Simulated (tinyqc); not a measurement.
Level against rehybridisation: Weaire-Thorpe hybrids on a Bethe lattice: gap and dangling bond of an amorphous tetrahedral solid.

Four sp3 hybrids an atom at energy 0, coupled by -V1 on the atom and by -V2 along a bond; the bonds form a tree (no rings). For any network the gap runs at least from -V2 + V1 to V2 - 3 V1, and p-like states pile up at -V2 + V1 and V2 + V1. On the tree the gap is wider: it ends at Ec = -V1 + sqrt(V2^2 + 4 V1^2 - 2 sqrt3 V1 V2), which makes it well wider than the gaps of the real glasses. A branch seen from a hybrid has the self-energy S = V2^2 g, where g is the Green function of the hybrid across the bond, whose three partners carry S themselves. With a = z - V1, b = a - S: g = 1/(a + V1 b/(b + 3 V1)), z = E + i eta. A full atom has G = (1/b)(b + 3 V1)/(b + 4 V1) per hybrid; a dangling hybrid with shift dh has G = 1/(1/g - dh).

Values chosen for the exercise (out of a larger set: of the size of tabulated hybrid energies for amorphous germanium; not measured data): V1 = 1.83 eV (coupling of two hybrids on one atom); V2 = 4.16 eV (coupling of the two hybrids of a bond).

Root of 1/g(E) = dh for eta = 0 in the gap of the tree, between Ev = -V2 + V1 and Ec; a dash: none. A flatter atom makes the hybrid more p-like (dh > 0, up to V1), a more pyramidal one more s-like (dh < 0).

Level:

| dh (eV) | E (eV) | above Ev (eV) | weight |
|---|---|---|---|
| -3.0 | -1.7000 | 0.6300 | 0.579 |
| -2.5 | -1.4052 | 0.9248 | 0.598 |
| -2.0 | -1.1037 | 1.2263 | 0.606 |
| -1.5 | -0.8021 | 1.5279 | 0.598 |
| -1.0 | -0.5089 | 1.8211 | 0.571 |
| -0.5 | -0.2359 | 2.0941 | 0.516 |
| 0.0 | 0.0000 | 2.3300 | 0.419 |
| 0.5 | 0.1736 | 2.5036 | 0.263 |
| 1.0 | 0.2500 | 2.5800 | 0.029 |

What does the comparison show?

A level exists for 9 of the 9 rows, from dh = -3 (0.630 eV above Ev) to 1 (2.580 eV); the gap of the tree is 2.581 eV. Its slope dE/d(dh) is the weight, largest at dh = -2 (0.61). A level that rises as the atom flattens is why an emptied dangling bond relaxes flat and a doubly filled one pyramidal.

(tinyqc, `OMP_NUM_THREADS=1 python tinyqc.py 1480030 1480031 out.jsonl`, Intel(R) Xeon(R) Processor @ 2.30GHz, 1 thread, shared host, about 0.04 s.)
